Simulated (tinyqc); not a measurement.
A particle near a wafer in liquid: double-layer and van der Waals forces (DLVO), deposition barrier and removal: one step, computed by the program tinyqc. Command: `OMP_NUM_THREADS=1 python tinyqc.py 3111857 3111858 out.jsonl dlvo walk`. One thread of a shared host (Intel(R) Xeon(R) Processor @ 2.30GHz), about 0.01 s of CPU time with the checks.

Sphere and flat wall, Derjaguin approximation, constant potentials in the linear-superposition form, no retardation and no hydration force.

Question. Removing an attached particle. Adhesion F_a = A R/(6 h0^2) [1 + a^2/(R h0)] - kappa Z R exp(-kappa h0), a the contact radius. Drag in a shear flow F_d = 1.7 x 6 pi mu R^2 G, acting at 1.4 R; rolling starts when 1.4 R F_d = a F_a. Wall shear stress = mu G.

Inputs (values chosen for the exercise, of the order of those for silica on silica in water):
```
quantity                 value   unit
particle radius R           63     nm
Hamaker constant A     5.2e-21      J
temperature T              343      K
contact distance h0        0.4     nm
contact radius over R     0.07      -
viscosity                 0.76  mPa s
```

kappa = 0.7055086 1/nm

Z = -9.829785 pN

Give: van der Waals adhesion; net adhesion F_a; wall shear stress for rolling; shear rate G.

Answer.

van der Waals adhesion = 604.6 pN

net adhesion F_a = 934.1 pN

wall shear stress for rolling = 367.2 Pa

shear rate G = 4.832e+05 1/s
